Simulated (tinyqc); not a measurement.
Inside a calculation. Model: a chain with two barriers and dephasing by Buettiker voltage probes.

Program tinyqc, `OMP_NUM_THREADS=1 python tinyqc.py 2700022 2700023 out.jsonl`; Intel Xeon 2.30GHz, shared host, one thread, about 0.01 s. Printed values are rounded.

Sites 1 to 5 form a chain with hopping -t. Lead L joins site 1 and lead R site 5, both semi-infinite chains with hopping -t and site energy 0. Every site carries a probe with self-energy -i Gamma_p/2 that draws no net current. Linear response at zero temperature: mu_L = 1, mu_R = 0 in units of the bias.

Inputs (values chosen for the exercise):
```
symbol,value,unit,meaning
t,1,eV,hopping (matrix element -t)
U,"[1.8, 0, 0, 0, 1.9]",eV,site energies 1 to N
E,-0.1,eV,Fermi energy
gp,0.74,eV,probe broadening Gamma_p
```

Constants: q = 1.602176634e-19 C, h = 6.62607015e-34 J s. Results are converted to the units shown.

## Green function

Sigma = t^2 g(E), g(x) = (x - i sqrt(4 t^2 - x^2))/(2 t^2) for |x| < 2 t and (x - sign(x) sqrt(x^2 - 4 t^2))/(2 t^2) otherwise; Gamma = -2 Im Sigma; G = (E - H - Sigma_L - Sigma_R + i Gamma_p/2)^(-1).

Sigma = -0.050000-0.998749i eV
Gamma = 1.99750 eV

G (1/eV):
```
                     1                    2                    3                    4
1  -0.192632-0.247247i   0.305212-0.193743i   0.151468+0.114944i  -0.247536+0.149194i
2   0.305212-0.193743i   0.299457-0.776183i   0.437546+0.005325i  -0.253732+0.614824i
3   0.151468+0.114944i   0.437546+0.005325i  -0.105743-0.276304i   0.449648+0.006169i
4  -0.247536+0.149194i  -0.253732+0.614824i   0.449648+0.006169i   0.300979-0.780577i
5  -0.121020-0.008437i  -0.235434+0.150038i   0.152990+0.110551i   0.291637-0.195589i

                     5
1  -0.121020-0.008437i
2  -0.235434+0.150038i
3   0.152990+0.110551i
4   0.291637-0.195589i
5  -0.196195-0.238016i
```

## Transmissions between terminals

With Gamma the broadening by one lead, T_RL = Gamma^2 |G_(5,1)|^2, T_pL = Gamma Gamma_p |G_(p,1)|^2, T_pR = Gamma Gamma_p |G_(p,5)|^2, T_pq = Gamma_p^2 |G_(p,q)|^2 for p != q.

T_RL = 0.0587206

```
probe      T_pL      T_pR
1      0.145211  0.021754
2      0.193180  0.115208
3      0.053442  0.052663
4      0.123474  0.182266
5      0.021754  0.140637
```

T_pq:
```
          1         2         3         4         5
1  0.000000  0.071566  0.019798  0.045743  0.008059
2  0.071566  0.000000  0.104851  0.242252  0.042680
3  0.019798  0.104851  0.000000  0.110736  0.019510
4  0.045743  0.242252  0.110736  0.000000  0.067523
5  0.008059  0.042680  0.019510  0.067523  0.000000
```

## Probe potentials and effective transmission

No current into probe p: W mu = T_pL with W_pp = T_pL + T_pR + sum_q T_pq and W_pq = -T_pq. Then T_eff = T_RL + sum_p T_pR mu_p, and the resistance is (h/2q^2)/T_eff.

W:
```
           1          2          3          4          5
1   0.312131  -0.071566  -0.019798  -0.045743  -0.008059
2  -0.071566   0.769738  -0.104851  -0.242252  -0.042680
3  -0.019798  -0.104851   0.361001  -0.110736  -0.019510
4  -0.045743  -0.242252  -0.110736   0.771994  -0.067523
5  -0.008059  -0.042680  -0.019510  -0.067523   0.300162
```

mu_p, probe 1 to 5: 0.701766  0.552267  0.509374  0.474987  0.309801
T_eff = 0.294581
resistance = 43.8128 kohm

Without probes the transmission is 0.3150. With them, 19.9 % of the current crosses without entering a probe.

## Current at both leads

In units of (2 q^2/h) times the bias, T_RL + sum_p T_pL (1 - mu_p) leaves L and T_RL + sum_p T_pR mu_p enters R.

current leaving L = 0.294581
current entering R = 0.294581

The two are equal: the probes conserve the current.
